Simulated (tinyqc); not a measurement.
What each parameter does: polytypes by hexagonality, and a cubic inclusion as a quantum well.

Gap: E3 + (E2 - E3) h. Valence top Ev2 h and polarisation P2 h, both counted from 3C; Ec = Ev + gap.

A cubic inclusion of width L = N d in the host (h = 1) is a well of depth V = Ec(host) - Ec(3C). Square well with mass mismatch: k tan(k L/2) = (m_w/m_b) q, k = sqrt(m_w E/c), q = sqrt(m_b (V - E)/c), c = hbar^2/2m0, lowest root. The depth of the level, V - E, is its binding, and the transition to the valence top of the host is gap(host) - (V - E). The step in polarisation gives a field |F| = |P|/(eps eps0) in a thin inclusion, eps0 = 8.8541878e-12 F/m.

Constants: hbar^2/2m0 = 3.80998211 eV angstrom^2.

Parameters, chosen for this exercise (of the order of those of InAs; shifted at random, so the results belong to these values and not to a real crystal): E3 = 0.415 eV (gap of the cubic polytype); E2 = 0.457 eV (gap of 2H); Ev2 = 0.042 eV (valence top of 2H above that of 3C); P2 = 0.0024 C/m^2 (spontaneous polarisation of 2H); m = (0.024, 0.024) m0 (electron mass along c in the cubic layer and in the host); d = 3.493 angstrom (thickness of a double layer); eps = 15.2 (dielectric constant); N = 9 (double layers in the cubic inclusion).

Well depth, depth of the level, transition without the field and field.

One parameter was then changed.

Results before and after:

| case | V (eV) | depth (eV) | transition (eV) | \|F\| (MV/cm) |
|---|---|---|---|---|
| base | 0.0840 | 0.0094 | 0.4476 | 0.178 |
| changed | 0.0840 | 0.0112 | 0.4458 | 0.178 |

Which of these changes was made? (a) Ev2 = 0.072 eV; (b) m = (0.029, 0.024) m0; (c) E3 = 0.395 eV; (d) P2 = 0.0031 C/m^2; (e) E2 = 0.487 eV; (f) N = 10; (g) eps = 16.2.

Answer: (f) N = 10. Of the candidates, run in turn, only this one gives the changed row.

All candidates:

| case | V (eV) | depth (eV) | transition (eV) | \|F\| (MV/cm) |
|---|---|---|---|---|
| base | 0.0840 | 0.0094 | 0.4476 | 0.178 |
| N = 10 | 0.0840 | 0.0112 | 0.4458 | 0.178 |
| Ev2 = 0.072 eV | 0.1140 | 0.0164 | 0.4406 | 0.178 |
| E3 = 0.395 eV | 0.1040 | 0.0139 | 0.4431 | 0.178 |
| E2 = 0.487 eV | 0.1140 | 0.0164 | 0.4706 | 0.178 |
| P2 = 0.0031 C/m^2 | 0.0840 | 0.0094 | 0.4476 | 0.230 |
| eps = 16.2 | 0.0840 | 0.0094 | 0.4476 | 0.167 |
| m = (0.029, 0.024) m0 | 0.0840 | 0.0095 | 0.4475 | 0.178 |

Program tinyqc; command `OMP_NUM_THREADS=1 python tinyqc.py 1880928 1880929 out.jsonl`; about 0.08 s on one thread of a shared Intel(R) Xeon(R) Processor @ 2.30GHz.
